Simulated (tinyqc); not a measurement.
Free and nearly free electrons in a metal: one step. Two plane waves near the face.

Two plane waves k and k - G, G = (110) (2 pi/a): H = [[c k^2/m, V], [V, c (k - G)^2/m]] with c = hbar^2/2m0.
Constants: hbar^2/2m0 = 3.80998211 eV angstrom^2.

Values chosen for the exercise (near those of W, whose d bands this model ignores; shifted at random, so the results belong to these values and not to a real crystal):
```
symbol  value  unit      meaning
a       3.165  angstrom  bcc lattice constant
m       1      m0        mass
V       0.47   eV        |V_G| for G = (110)
x       0.82             k along G as a share of |G|/2
```

Problem. Build H for k along G, diagonalise, and give the weight of the first wave in the lower state and its velocity along G relative to a free electron, (w k + (1 - w)(k - G))/k.

Give: H; levels; w; v/v_free.

Solution.

H (eV):
```
[[5.0482, 0.4700],
 [0.4700, 10.4537]]
```

levels (eV): [5.0076, 10.4942]

w = 0.9926
v/v_free = 0.9820

The splitting is 5.487 eV here and 2V = 0.94 eV on the face, where the normal velocity vanishes. There the lower band lies at 7.038 eV and the upper at 7.978 eV, both below the free EF of 9.173 eV: the face centre is filled in both bands and band 2 holds electrons here, while band 1 may keep holes at the zone corners.

(tinyqc, `OMP_NUM_THREADS=1 python tinyqc.py 1650163 1650164 out.jsonl`, Intel(R) Xeon(R) Processor @ 2.30GHz, 1 thread, shared host, about 0.01 s.)
